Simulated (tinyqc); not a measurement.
Non-radiative capture by multiphonon emission, one effective mode: one step, computed by the program tinyqc. Command: `OMP_NUM_THREADS=1 python tinyqc.py 3031242 3031243 out.jsonl capture walk`. One thread of a shared host (Intel(R) Xeon(R) Processor @ 2.30GHz), about 0.02 s of CPU time with the checks.

The initial state (free carrier plus empty centre) lies dE above the final state; both have the same frequency and are displaced by dQ.

Problem. Geometry of the two curves. dQ = sqrt(2 S (hbar^2/u)/hbar omega); relaxation energy lambda = S hbar omega; phonons needed P = dE/hbar omega; classical barrier E_b = (dE - lambda)^2/(4 lambda); occupation n = 1/(exp(hbar omega/k_B T) - 1).

Inputs (values chosen for the exercise, with mass, screening and phonons like those of GaP):
```
quantity                  value  unit
energy released dE        0.387    eV
phonon energy hbar omega   39.1   meV
Huang-Rhys factor S        1.93     -
temperature T               120     K
```

Centre: repulsive.

Constants: hbar^2/u = 4.18015928e-03 eV angstrom^2; k_B = 8.617333262e-05 eV/K.

Give: dQ; lambda; P; classical barrier E_b; occupation n.

Solution.

dQ = 0.6424 u^(1/2) angstrom

lambda = 0.075463 eV

P = 9.898

classical barrier E_b = 0.3215 eV

occupation n = 0.02333

dE exceeds lambda: the inverted case usual for deep centres, in which the curves cross on the far side of the initial minimum.
